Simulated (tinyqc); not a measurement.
Inside a calculation. Method: empirical pseudopotential in a few plane waves. One step of it, computed by the program tinyqc.

Problem. Levels at G. Diagonalise the Hermitian matrix.

H(k) at G (eV):
```
,+0+0+0,-1-1-1,-1-1+1,-1+1-1,-1+1+1,+1-1-1,+1-1+1,+1+1-1,+1+1+1,-2+0+0,+0-2+0,+0+0-2,+0+0+2,+0+2+0,+2+0+0
+0+0+0,0.000000,1.856791+1.298792i,-1.856791+1.298792i,-1.856791+1.298792i,-1.856791-1.298792i,-1.856791+1.298792i,-1.856791-1.298792i,-1.856791-1.298792i,1.856791-1.298792i,0.000000+0.938793i,0.000000+0.938793i,0.000000+0.938793i,0.000000-0.938793i,0.000000-0.938793i,0.000000-0.938793i
-1-1-1,1.856791-1.298792i,15.417338,0.000000-0.938793i,0.000000-0.938793i,-0.136057,0.000000-0.938793i,-0.136057,-0.136057,0.000000,-1.856791-1.298792i,-1.856791-1.298792i,-1.856791-1.298792i,-0.808137+0.288620i,-0.808137+0.288620i,-0.808137+0.288620i
-1-1+1,-1.856791-1.298792i,0.000000+0.938793i,15.417338,0.136057,0.000000-0.938793i,0.136057,0.000000-0.938793i,0.000000,-0.136057,-1.856791+1.298792i,-1.856791+1.298792i,0.808137+0.288620i,1.856791-1.298792i,-0.808137-0.288620i,-0.808137-0.288620i
-1+1-1,-1.856791-1.298792i,0.000000+0.938793i,0.136057,15.417338,0.000000-0.938793i,0.136057,0.000000,0.000000-0.938793i,-0.136057,-1.856791+1.298792i,0.808137+0.288620i,-1.856791+1.298792i,-0.808137-0.288620i,1.856791-1.298792i,-0.808137-0.288620i
-1+1+1,-1.856791+1.298792i,-0.136057,0.000000+0.938793i,0.000000+0.938793i,15.417338,0.000000,0.136057,0.136057,0.000000-0.938793i,1.856791+1.298792i,-0.808137+0.288620i,-0.808137+0.288620i,-1.856791-1.298792i,-1.856791-1.298792i,0.808137-0.288620i
+1-1-1,-1.856791-1.298792i,0.000000+0.938793i,0.136057,0.136057,0.000000,15.417338,0.000000-0.938793i,0.000000-0.938793i,-0.136057,0.808137+0.288620i,-1.856791+1.298792i,-1.856791+1.298792i,-0.808137-0.288620i,-0.808137-0.288620i,1.856791-1.298792i
+1-1+1,-1.856791+1.298792i,-0.136057,0.000000+0.938793i,0.000000,0.136057,0.000000+0.938793i,15.417338,0.136057,0.000000-0.938793i,-0.808137+0.288620i,1.856791+1.298792i,-0.808137+0.288620i,-1.856791-1.298792i,0.808137-0.288620i,-1.856791-1.298792i
+1+1-1,-1.856791+1.298792i,-0.136057,0.000000,0.000000+0.938793i,0.136057,0.000000+0.938793i,0.136057,15.417338,0.000000-0.938793i,-0.808137+0.288620i,-0.808137+0.288620i,1.856791+1.298792i,0.808137-0.288620i,-1.856791-1.298792i,-1.856791-1.298792i
+1+1+1,1.856791+1.298792i,0.000000,-0.136057,-0.136057,0.000000+0.938793i,-0.136057,0.000000+0.938793i,0.000000+0.938793i,15.417338,-0.808137-0.288620i,-0.808137-0.288620i,-0.808137-0.288620i,-1.856791+1.298792i,-1.856791+1.298792i,-1.856791+1.298792i
-2+0+0,0.000000-0.938793i,-1.856791+1.298792i,-1.856791-1.298792i,-1.856791-1.298792i,1.856791-1.298792i,0.808137-0.288620i,-0.808137-0.288620i,-0.808137-0.288620i,-0.808137+0.288620i,20.556450,0.136057,0.136057,-0.136057,-0.136057,0.000000
+0-2+0,0.000000-0.938793i,-1.856791+1.298792i,-1.856791-1.298792i,0.808137-0.288620i,-0.808137-0.288620i,-1.856791-1.298792i,1.856791-1.298792i,-0.808137-0.288620i,-0.808137+0.288620i,0.136057,20.556450,0.136057,-0.136057,0.000000,-0.136057
+0+0-2,0.000000-0.938793i,-1.856791+1.298792i,0.808137-0.288620i,-1.856791-1.298792i,-0.808137-0.288620i,-1.856791-1.298792i,-0.808137-0.288620i,1.856791-1.298792i,-0.808137+0.288620i,0.136057,0.136057,20.556450,0.000000,-0.136057,-0.136057
+0+0+2,0.000000+0.938793i,-0.808137-0.288620i,1.856791+1.298792i,-0.808137+0.288620i,-1.856791+1.298792i,-0.808137+0.288620i,-1.856791+1.298792i,0.808137+0.288620i,-1.856791-1.298792i,-0.136057,-0.136057,0.000000,20.556450,0.136057,0.136057
+0+2+0,0.000000+0.938793i,-0.808137-0.288620i,-0.808137+0.288620i,1.856791+1.298792i,-1.856791+1.298792i,-0.808137+0.288620i,0.808137+0.288620i,-1.856791+1.298792i,-1.856791-1.298792i,-0.136057,0.000000,-0.136057,0.136057,20.556450,0.136057
+2+0+0,0.000000+0.938793i,-0.808137-0.288620i,-0.808137+0.288620i,-0.808137+0.288620i,0.808137+0.288620i,1.856791+1.298792i,-1.856791+1.298792i,-1.856791+1.298792i,-1.856791-1.298792i,0.000000,-0.136057,-0.136057,0.136057,0.136057,20.556450
```

Give: eigenvalues.

Solution.

eigenvalues (eV): -3.5247  11.1148  11.1148  11.1148  12.8378  15.9626  15.9626  15.9626  18.4864  20.2843  20.2843  24.0417  24.0417  24.0417  24.9522
